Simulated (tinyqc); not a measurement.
Changing the time step dt: finite-difference solution of the diffusion equation on a small grid. Computed by tinyqc, a small Python program. Command: `OMP_NUM_THREADS=1 python tinyqc.py 3004841 3004842 out.jsonl fdiff sweep`. One thread of a shared host (Intel(R) Xeon(R) Processor @ 2.30GHz), about 0.01 s of CPU time with the checks.

dC/dt = D d2C/dx2 on nodes x_j = j dx, j = 0..11; the far end is sealed.

Inputs (values chosen for the exercise):

| quantity | value | unit |
|---|---|---|
| diffusivity D | 0.33 | nm^2/s |
| grid spacing dx | 5 | nm |
| final time t_f | 7200 | s |
| loss velocity h | 0.044 | nm/s |

Boundary at x = 0: surface loss. Scheme: implicit.

start values C_j, j = 0, 1, ... (% of a reference): 11.9  13.8  74.1  100  79.5  39.8  7.72  0  0  0  0  0

Method:
- The operator M acts as (M C)_j = C_(j-1) - 2 C_j + C_(j+1); at the sealed far end a mirror node gives 2 C_(N-2) - 2 C_(N-1); at j = 0, the outward flux h C_0 gives 2 C_1 - (2 + 2 h dx/D) C_0.
- r = D dt/dx^2.
- With r = D dt/dx^2: (1 - theta r M) C(new) = (1 + (1 - theta) r M) C(old); theta = 0 explicit, 1 implicit, 1/2 Crank-Nicolson.
- The run takes n = round(t_f/dt) steps of length t_f/n.
- The dose is the trapezoidal sum of C dx; the error is the largest difference from exp(M D t/dx^2) C(0), the exact time evolution on the same grid.

One run for each value:

| time step dt (s) | largest error at t_f (%) | mesh ratio r | final C_6 (%) | final dose (% nm) |
|---|---|---|---|---|
| 28.125 | 0.028 | 0.37125 | 5.107 | 246.3 |
| 56.250 | 0.055 | 0.74250 | 5.130 | 247.4 |
| 112.500 | 0.110 | 1.48500 | 5.174 | 249.5 |
| 225.000 | 0.219 | 2.97000 | 5.262 | 253.8 |
| 450.000 | 0.431 | 5.94000 | 5.436 | 262.1 |
| 900.000 | 0.827 | 11.88000 | 5.772 | 278.3 |
| 1800.000 | 1.483 | 23.76000 | 6.422 | 309.2 |
| 3600.000 | 2.619 | 47.52000 | 7.670 | 368.2 |

Over the rows, largest error at t_f (%) rises from 0.0277 to 2.62 (exponent d ln y / d ln x 1.00 between the first rows and 0.82 between the last). At the low end the exponent of largest error at t_f is 1.00, close to 1: first order in the step.

Extremes, crossings and ranges named in words are read from the listed rows.
